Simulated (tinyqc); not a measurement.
Long-channel MOSFET, surface-potential model: one step of the calculation.

n-channel transistor on a uniformly doped p-type body, gradual-channel approximation, constant mobility, Boltzmann statistics, full ionisation. Potentials are counted from the neutral body; V is the electron quasi-Fermi potential, Vsb at the source and Vsb + Vds at the drain. Charges are magnitudes per area.

Problem. Inversion charge along the channel. The surface potential psi at channel potential V solves Vgs + Vsb - Vfb - psi = gamma sqrt(G), G = psi - Vt + Vt exp((psi - 2 phiF - V)/Vt). Charge sheet: Qi = Cox gamma [sqrt(G) - sqrt(psi - Vt)]. Pao-Sah: Qi = (Cox gamma/2) integral from 3 Vt to psi of exp((u - 2 phiF - V)/Vt)/sqrt(G(u, V)) du.

Values chosen for this exercise; material values close to those of silicon:
- T = 300 K (temperature)
- Vfb = -0.68 V (flat-band voltage)
- Vsb = 0.5 V (source-body reverse bias)
- Vgs = 1.26 V (gate-source voltage)

Constants: q = 1.602176634e-19 C, kB = 1.380649e-23 J/K, Vt = kB T/q. Results are converted to the units shown.

```
point,V (V)
0,0.5
1,0.51
2,0.52
3,0.53
4,0.54
5,0.55
6,0.56
7,0.57
8,0.58
9,0.59
10,0.6
```

phiF = 0.48815449 V
Cox = 1.9153957 uF/cm^2
gamma = 0.39553415 V^0.5

Wanted: psi; Qi, charge sheet; Qi, Pao-Sah.

Solution.

```
point,psi (V),"Qi, charge sheet (nC/cm^2)","Qi, Pao-Sah (nC/cm^2)"
0,1.599,661.1,665.9
1,1.608,641.0,645.7
2,1.617,621.0,625.5
3,1.626,601.1,605.4
4,1.635,581.2,585.4
5,1.644,561.4,565.4
6,1.653,541.6,545.5
7,1.662,521.9,525.7
8,1.670,502.4,506.0
9,1.679,482.9,486.3
10,1.688,463.4,466.8
```

At the source the charge-sheet charge is 0.72 % below the Pao-Sah one.

Computed by the program tinyqc: `OMP_NUM_THREADS=1 python tinyqc.py 2360156 2360157 out.jsonl`, one thread of a shared Intel Xeon 2.30GHz, about 0.07 s for the whole run.
